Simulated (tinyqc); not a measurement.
Boltzmann transport in a parabolic band with a power-law relaxation time: one step. Integrals for r = 0.5 (polar optical or piezoelectric scattering). Three cases, with inputs chosen for the exercise.

Question. Evaluate F_j and K_j for j = 1/2, r + 1/2, r + 3/2, r + 5/2 and 2r + 1/2 (each value once).

F_j(eta) = (1/Gamma(j + 1)) integral_0^infinity x^j dx/(1 + exp(x - eta)), which tends to exp(eta) for eta << 0.

tau = tau0 x^r with x = E/kT. With K_j = Gamma(j + 1) F_j(eta): <tau> = tau0 (r + 3/2) K_(r+1/2)/((3/2) K_(1/2)); mu = <tau>/(mc m0/e), m0/e = 5.685630e-12 kg/C; Hall factor rH = (3/2) K_(1/2) (2r + 3/2) K_(2r+1/2)/((r + 3/2) K_(r+1/2))^2; Seebeck S = -(kB/e) [(r + 5/2) K_(r+3/2)/((r + 3/2) K_(r+1/2)) - eta]; Lorenz number L = (kB/e)^2 [(r + 7/2) K_(r+5/2)/((r + 3/2) K_(r+1/2)) - ((r + 5/2) K_(r+3/2)/((r + 3/2) K_(r+1/2)))^2]; kB/e in V/K. Valley anisotropy is left out of rH.

Case 1.

Values chosen (out of a larger set: masses near those of Si; tau0 is set for a mobility of the usual size at this n, kL is a free input; freeze-out and phonon drag, which matter near 77 K, are left out; not measured data): r = 0.5 (exponent of tau).

eta = 1.017077

Case 2.

Values chosen (out of a larger set: masses near those of SiC; tau0 is set for a mobility of the usual size at this n, kL is a free input; freeze-out and phonon drag, which matter near 77 K, are left out; not measured data): r = 0.5 (exponent of tau).

eta = -0.235886

Case 3.

Values chosen (out of a larger set: masses near those of Si; tau0 is set for a mobility of the usual size at this n, kL is a free input; freeze-out and phonon drag, which matter near 77 K, are left out; not measured data): r = 0.5 (exponent of tau).

eta = 2.544652

Give: F_j and K_j.

Answer.

Case 1.

F_j and K_j:
```
j       F_j     K_j
0.5  1.5932  1.4120
1.0  1.8288  1.8288
2.0  2.1952  4.3904
3.0  2.4354  14.613
1.5  2.0293  2.6977
```

Case 2.

F_j and K_j:
```
j        F_j      K_j
0.5  0.63276  0.56077
1.0  0.67233  0.67233
2.0  0.72576   1.4515
3.0  0.75580   4.5348
1.5  0.70273  0.93416
```

Case 3.

F_j and K_j:
```
j       F_j     K_j
0.5  3.6818  3.2629
1.0  4.8055  4.8055
2.0  7.0097  14.019
3.0  8.8887  53.332
1.5  5.9316  7.8851
```

Computed by tinyqc, one run a case: `OMP_NUM_THREADS=1 python tinyqc.py N N+1 out.jsonl` with N = 1652287, 1680199, 1680737; one thread of a shared Intel(R) Xeon(R) Processor @ 2.30GHz, about 0.01 s a run at most.
